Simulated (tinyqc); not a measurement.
Tight binding, honeycomb lattice, step by step. Computed by tinyqc, a small Python program that keeps every step. Settings: t1 = 2.32, t2 = 0.1, phi = -0.01, delta = 0.38, points = 6. Command: `OMP_NUM_THREADS=1 python tinyqc.py 29967 29968 out.jsonl` (the two numbers bound the seeds that draw the settings). One thread of a shared host (Intel(R) Xeon(R) Processor @ 2.60GHz), about 0.01 s of CPU time with the checks.

## Bloch Hamiltonian at k

Parameters chosen for this model:
```
parameter,value,unit
t1,2.320000,"eV, nearest"
t2,0.100000,"eV, second neighbours"
phi,-0.010000,"rad, phase of t2 (Haldane)"
delta,0.380000,"eV, +/- on A and B"
```

k point k (fractions of the reciprocal vectors): 0.470000  0.000000

H_AB = -t1 (1 + exp(-i k.a1) + exp(-i k.a2)); H_AA = delta - 2 t2 sum cos(k.b + phi), H_BB = -delta - 2 t2 sum cos(k.b - phi), b = a1, a2 - a1, -a2.

H(k) at k (eV):
```
,A,B
A,0.572905,-2.361094+0.434725i
B,-2.361094-0.434725i,-0.187095
```

## Levels at k

Diagonalise the Hermitian matrix.

eigenvalues (eV): -2.237763  2.623574

weights |c|^2 of the basis functions:
```
,band 1,band 2
A,0.421832,0.578168
B,0.578168,0.421832
```

## Bloch Hamiltonian at K

k point K (fractions of the reciprocal vectors): 0.333333  0.666667

As before.

H(k) at K (eV):
```
,A,B
A,0.674789,0.000000
B,0.000000,-0.074819
```

## Levels at K

As before.

eigenvalues (eV): -0.074819  0.674789

weights |c|^2 of the basis functions:
```
,band 1,band 2
A,0.000000,1.000000
B,1.000000,0.000000
```

## Bands along a path

The same steps at evenly spaced points between the labelled ones.

Bands along the path (eV):
```
k,band 1,band 2
G,-7.570336,6.370396
G-K 0.33,-6.227815,5.545555
G-K 0.67,-3.029877,3.266824
K,-0.074819,0.674789
K-M 0.33,-1.018607,1.561956
K-M 0.67,-1.852120,2.297434
M,-2.150925,2.550905
M-K' 0.33,-1.853092,2.298406
M-K' 0.67,-1.021279,1.564628
K',-0.085211,0.685181
```

With 1 band(s) filled, the highest filled level on these points lies at K and the lowest empty one at K: a gap of 0.7496 eV, direct.

## Chern number of the lower band

On a 6 x 6 mesh, the phase of the product of overlaps around each plaquette (k1 then k2); the sum over 2 pi is an integer.

plaquette phases (rad):
```
,1,2,3,4,5,6
1,0.000000,-0.007003,-0.034851,0.000605,0.014627,0.004501
2,0.007040,0.000161,-0.034634,-0.862735,0.000000,0.014627
3,0.035574,0.035790,0.001209,-0.861913,-0.862735,0.000605
4,0.000604,0.859450,0.860271,0.001209,-0.034634,-0.034851
5,-0.014953,0.000000,0.859450,0.035790,0.000161,-0.007003
6,-0.004626,-0.014953,0.000604,0.035574,0.007040,0.000000
```

Chern number = 0.000000
